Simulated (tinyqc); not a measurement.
Raising U: Hubbard chain of 2 sites, mean field against exact. Computed by the program tinyqc. 

one-body matrix (hopping and site energies) (eV):
```
,1,2
1,0.3100,-0.9300
2,-0.9300,0.5100
```

electrons, up and down: 1  1

Collinear unrestricted mean field (the lowest of 40 random starts) against exact diagonalisation.

Exact and mean-field results (eV):
```
U,U/t,E exact,E mean field,mean |n_up - n_down|,"double occupancy, exact",first gap in the sector
0.470,0.505,-0.82807,-0.81357,0.000,0.221,1.648
0.930,1.000,-0.63860,-0.58216,0.000,0.191,1.459
1.860,2.000,-0.33322,-0.11537,7.06e-05,0.139,1.153
2.790,3.000,-0.11215,0.19779,0.743,0.101,0.932
3.720,4.000,0.04826,0.35392,0.865,0.074,0.772
5.580,6.000,0.25629,0.50964,0.943,0.042,0.564
7.440,8.000,0.38065,0.58734,0.968,0.026,0.439
11.160,12.000,0.51807,0.66495,0.986,0.013,0.302
18.600,20.000,0.63580,0.72699,0.995,4.86e-03,0.184
```

In absolute terms mean field is worst at U/t = 3.0, 0.310 eV too high: at small U it is nearly exact, and at large U it misses only exchange-scale energies. Its local moments set in at U/t = 3.0 of those listed, a broken symmetry that the exact state of a finite cluster with equal spins does not have. Relative to the exact energy its error is 1.8 % at the smallest U, 633 % at most and 14 % at the largest. The double occupancy falls from 0.221 to 0.005.
